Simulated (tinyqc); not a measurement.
UHF in the sto-3g basis, for H3+, spin multiplicity 1, step by step. One step of it, computed by the program tinyqc.

Problem. Iteration 1: building the Fock matrix. J_ij = sum D_kl (ij|kl) with D = D(alpha) + D(beta), K_ij = sum D_kl (ik|jl) for each spin; F = H + J - K(s); E = tr D H + tr D J / 2 - 0.5 sum_s tr D(s) K(s) + E_nn.

D(alpha) at the start:
```
          1H 1s     2H 1s     3H 1s
1H 1s  0.025370  0.025370  0.128096
2H 1s  0.025370  0.025370  0.128096
3H 1s  0.128096  0.128096  0.646762
```

D(beta) at the start:
```
           1H 1s      2H 1s      3H 1s
1H 1s   0.364490   0.364490  -0.076956
2H 1s   0.364490   0.364490  -0.076956
3H 1s  -0.076956  -0.076956   0.016248
```

core Hamiltonian H = T + V (hartree):
```
           1H 1s      2H 1s      3H 1s
1H 1s  -1.584449  -1.141772  -1.062637
2H 1s  -1.141772  -1.584449  -1.062637
3H 1s  -1.062637  -1.062637  -1.550234
```

Two-electron integrals (ij|kl) in chemists' order, unique and non-zero (hartree):
```
(11|11) 0.774606   (21|11) 0.372346   (21|21) 0.218495   (22|11) 0.521640
(22|21) 0.372346   (22|22) 0.774606   (31|11) 0.338678   (31|21) 0.182636
(31|22) 0.283446   (31|31) 0.185106   (32|11) 0.283446   (32|21) 0.182636
(32|22) 0.338678   (32|31) 0.170291   (32|32) 0.185106   (33|11) 0.498549
(33|21) 0.296728   (33|22) 0.498549   (33|31) 0.338678   (33|32) 0.338678
(33|33) 0.774606
```

nuclear repulsion = 1.73464328 hartree

Give: Coulomb J; exchange K(alpha); exchange K(beta); F(alpha); F(beta); total energy of this density.

Solution.

Coulomb J (hartree):
```
        1H 1s   2H 1s   3H 1s
1H 1s  1.1899  0.6948  0.6458
2H 1s  0.6948  1.1899  0.6458
3H 1s  0.6458  0.6458  1.2029
```

exchange K(alpha) (hartree):
```
        1H 1s   2H 1s   3H 1s
1H 1s  0.2974  0.2672  0.3915
2H 1s  0.2672  0.2974  0.3915
3H 1s  0.3915  0.3915  0.6926
```

exchange K(beta) (hartree):
```
        1H 1s   2H 1s   3H 1s
1H 1s  0.5562  0.4722  0.2768
2H 1s  0.4722  0.5562  0.2768
3H 1s  0.2768  0.2768  0.1674
```

F(alpha) (hartree):
```
         1H 1s    2H 1s    3H 1s
1H 1s  -0.6920  -0.7142  -0.8083
2H 1s  -0.7142  -0.6920  -0.8083
3H 1s  -0.8083  -0.8083  -1.0398
```

F(beta) (hartree):
```
         1H 1s    2H 1s    3H 1s
1H 1s  -0.9508  -0.9192  -0.6936
2H 1s  -0.9192  -0.9508  -0.6936
3H 1s  -0.6936  -0.6936  -0.5147
```

total energy of this density = -1.108829 hartree
